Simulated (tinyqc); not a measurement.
## Chip with leakage that grows with temperature, electro-thermal loop and runaway: effect of the thermal resistance

One temperature T for the device, T = T0 + Rth P(T), with P(T) = Pd + Pl (T/300 K)^2 exp[(q Ea/kB)(1/(300 K) - 1/T)]. The loop gain is Rth dP/dT; a solution is thermally stable when it is below one.

P'(T) = (P - Pd)(2/T + q Ea/(kB T^2)), G = Rth P'. T is the lowest solution and Tu the next, unstable one.

Inputs (values chosen for the exercise): ambient temperature T0 = 300 K; temperature-independent switching power Pd = 1.9 W; leakage power at 300 K Pl = 0.0597 W; activation energy of the leakage Ea = 0.69 eV.

Constants: q = 1.602176634e-19 C, kB = 1.380649e-23 J/K. Results are converted to the units shown.

Result of one run:
```
Rth (K/W)  T (K)  P (W)        G  Tu (K)
3.45       306.9  2.014  0.03610   375.5
```

What becomes of these results when the thermal resistance Rth is changed from 3.45 to 5.02 K/W, all else the same?

Result of the changed run:
```
Rth (K/W)  T (K)  P (W)        G  Tu (K)
5.02       310.3  2.055  0.06978   366.6
```

The whole series:
```
Rth (K/W)  T (K)  P (W)        G  Tu (K)
1.97       303.9  1.986  0.01587   388.1
2.37       304.7  1.993  0.02049   384.0
2.86       305.7  2.002  0.02696   379.7
3.45       306.9  2.014  0.03610   375.5
4.16       308.4  2.031  0.04944   371.1
5.02       310.3  2.055  0.06978   366.6
6.05       312.7  2.091   0.1020   361.9
7.3        315.7  2.149   0.1576   356.7
8.81       319.9  2.257   0.2654   350.6
10.6       326.9  2.537   0.5472   342.1
```

As Rth goes from 1.97 to 10.6 K/W, T rises from 303.9 to 326.9 K, the power rises from 1.99 to 2.54 W and the loop gain rises from 0.0159 to 0.547. The gap between the stable and unstable solutions goes from 84.2 to 15.2 K.

Numbers from tinyqc (`OMP_NUM_THREADS=1 python tinyqc.py 2520041 2520042 out.jsonl`; about 0.01 s on one thread of a shared Intel Xeon 2.30GHz).
